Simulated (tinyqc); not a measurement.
Worked calculation: Stillinger-Weber potential for a tetrahedral semiconductor. Computed by tinyqc, a small Python program that keeps every step. Command: `OMP_NUM_THREADS=1 python tinyqc.py 3009524 3009525 out.jsonl swsi walk`. One thread of a shared host (Intel(R) Xeon(R) Processor @ 2.30GHz), about 0.05 s of CPU time with the checks. Intermediate numbers are printed to about 7 digits and carried at full precision; extremes and crossings named in words are read from the listed rows.

With x = r/sigma: pair term eps A (B x^-4 - 1) exp(1/(x - a)); for each pair of neighbours j, k of atom i, three-body term eps lambda exp(gamma/(x_ij - a) + gamma/(x_ik - a)) (cos theta_jik + 1/3)^2; both vanish beyond x = a. A = 7.049556277, B = 0.6022245584, a = 1.8.

Inputs (values chosen for the exercise, modelled on silicon):

| quantity | value | unit |
|---|---|---|
| energy scale eps | 2.294 | eV |
| length scale sigma | 2.102 | angstrom |
| three-body strength lambda | 21.4 | - |
| gamma | 1.2 | - |
| bond 1 of the trimer | 2.28 | angstrom |
| bond 2 of the trimer | 2.32 | angstrom |
| angle of the trimer theta | 142 | degrees |

displacement of one atom (angstrom): -0.21  0.016  0.16

Constants: 1 eV/angstrom^3 = 160.2176634 GPa.

## A trimer

Atom 1 binds atoms 2 and 3 at the angle theta; the third side follows from the cosine rule. Sum the three pair terms and the three-body terms centred on each atom.

distance 2-3 = 4.349405 angstrom

pair terms (eV): 1-2 -2.257474, 1-3 -2.285301, 2-3 0.000000

three-body term at atom 1 = 0.3383611 eV

three-body terms at atoms 2 and 3 = 0 eV

energy of the trimer = -4.204414 eV

The cut-off is 3.784 angstrom, so atoms 2 and 3 do not interact directly.

## The diamond lattice

All angles are tetrahedral, so only the pair term acts; its minimum lies at x = 2^(1/6) with depth eps, and second neighbours lie beyond the cut-off. a0 = 4 d/sqrt3; E = -2 eps per atom.

bond length d = 2.359415 angstrom

lattice constant a0 = 5.448836 angstrom

energy per atom = -4.588 eV

## Elastic constants and internal strain

Second derivatives of the energy per atom, volume a0^3/8: e_xx gives C11, e_xx = -e_yy gives 2 (C11 - C12), e_xy = e_yx = h/2 gives the unrelaxed C44(0). Under that shear the second sublattice shifts by u_z; minimising over u_z gives C44 = C44(0) - E_hu^2/(E_uu V) and Kleinman's zeta = |E_hu/E_uu|/(a0/4). The optical force constant is k = 4 E_uu, with M omega^2 = k at the zone centre.

C11 = 159.6281 GPa

C12 = 79.55994 GPa

unrelaxed C44(0) = 115.1458 GPa

C44 = 59.97939 GPa

internal strain zeta = 0.6236563

optical force constant k = 38.58933 eV/angstrom^2

Internal relaxation lowers C44 by 48 %. zeta = 1 would keep all bond lengths equal under shear and 0 would move atoms with the lattice; the value here is 0.62. Caution: the original fit to silicon is too soft in shear (C44) and too stiff for the optical mode.

## One atom displaced in the eight-atom cell

Cubic cell of side a0 with periodic images; atoms 1 to 4 at (0,0,0), (0,1/2,1/2), (1/2,0,1/2), (1/2,1/2,0), atoms 5 to 8 shifted by (1/4,1/4,1/4). Atom 5 is moved by u. Forces are minus the gradient of the total energy.

bond lengths from atom 5 to atoms 1 to 4 (angstrom): 2.354605  2.141301  2.411764  2.569288

rise of the pair energy = 0.5286657 eV

three-body energy = 0.1420479 eV

forces (eV/angstrom):
```
                x          y          z
atom 5   3.995574  -1.302514  -3.115854
atom 1  -0.482527   0.020807   0.178755
atom 2  -1.940579   1.758572   1.861696
atom 3  -0.551357   0.303358   0.098898
atom 4  -1.151742  -0.727111   1.074465
```

Bond bending carries 21 % of the energy rise. The four neighbours take up a total force of 5.403 against 5.232 eV/angstrom on atom 5; the difference acts on atoms 6 to 8.

## Diamond against structures with more neighbours

Each structure is relaxed in its neighbour distance d (lowest minimum for d between sigma and 1.7 sigma), with all neighbours inside the cut-off, second shells too where they fall inside.

Energies per atom (eV):

| structure | first neighbours | d (angstrom) | pair | three-body | total | volume (angstrom^3) |
|---|---|---|---|---|---|---|
| diamond | 4 | 2.359415 | -4.588000 | 0.000000 | -4.588000 | 20.22187 |
| simple cubic | 6 | 2.624718 | -5.950124 | 1.684311 | -4.265813 | 18.08206 |
| bcc | 8 | 2.822991 | -6.696351 | 2.452149 | -4.244202 | 17.31835 |
| fcc | 12 | 2.945644 | -6.664169 | 2.543642 | -4.120527 | 18.07281 |

The order is diamond < simple cubic < bcc < fcc, the lowest two 0.322 eV apart. Against diamond the pair energy changes by -1.36 (simple cubic), -2.11 (bcc), -2.08 (fcc) eV, while angles away from 109.47 degrees cost 1.68, 2.45, 2.54 eV; the bonds stretch to 2.95 angstrom in fcc to weaken that penalty.

Checks made by the program: lattice sum at a0 (relative difference below 1e-10); B from the pair term alone, phi''(d)/(3 a0), against (C11 + 2 C12)/3 (relative difference 5e-07).
